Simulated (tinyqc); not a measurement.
Liquidus of a compound AB in a simple-solution melt, liquid-phase epitaxy and vapour pressures: one step, computed by the program tinyqc.

x is the atom fraction of B in the melt. The melt is a simple solution: R T ln gamma_B = W (1 - x)^2, R T ln gamma_A = W x^2, W = a + b T. The solid AB is stoichiometric.

Task: Vapour pressures and congruent evaporation. Liquidus (Vieland): f(x) = R T ln[4 x (1 - x)] + 2 W (1/2 - x)^2 + S_F (T_F - T) = 0. Over the A-rich liquidus: p_A = gamma_A (1 - x) exp(S_A/R - H_A/(R T)), p_B2 = [gamma_B x exp(S_B/R - H_B/(R T))]^2, in bar. Free evaporation is congruent while the A flux over this liquidus is at least the B flux; with A and B2 taken as equal in mass for the estimate, T_c solves p_A = 2 p_B2.

Inputs (values chosen for the exercise, for a model compound):

| quantity | value | unit |
|---|---|---|
| melting point T_F | 976.5 | K |
| entropy of fusion S_F | 59.8 | J/(mol K) |
| interaction a | 23.4 | kJ/mol |
| interaction slope b | -29.3 | J/(mol K) |
| saturation temperature T | 729 | K |
| heat of evaporation of A | 249 | kJ/mol |
| entropy of evaporation of A | 107 | J/(mol K) |
| heat of evaporation of B as (1/2) B2 | 110 | kJ/mol |
| entropy of evaporation of B as (1/2) B2 | 71.2 | J/(mol K) |

Constants: R = 8.314462618 J/(mol K).

Give: log10 p_A; log10 p_B2; congruent temperature T_c.

Result:

log10 p_A = -12.26

log10 p_B2 = -11.49

congruent temperature T_c = 593.8 K

T is above T_c: in vacuum B leaves faster and droplets of A form unless a B flux is supplied.
